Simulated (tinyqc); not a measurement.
Length offset and series resistance from crossing lines.

Inverse problem. R_total = Rs + k (L - dL)/Vo with constant Rs, dL and k. Find k, dL and Rs.

R_total at (L, Vo) = (50, 0.3), (100, 0.3), (50, 0.82) and (100, 0.82), L in nm and Vo in V (ohm um): [826.2, 1526.2000, 486.17073, 742.26829]

Answer. At each overdrive R is a straight line in L with slope k/Vo; the two lines cross at L = dL, R = Rs.

k = 4.200 ohm um V/nm
dL = 11.70 nm
Rs = 290.0 ohm um

Computed by the program tinyqc: `OMP_NUM_THREADS=1 python tinyqc.py 2282144 2282145 out.jsonl`, one thread of a shared Intel Xeon 2.30GHz, about 0.03 s for the whole run.
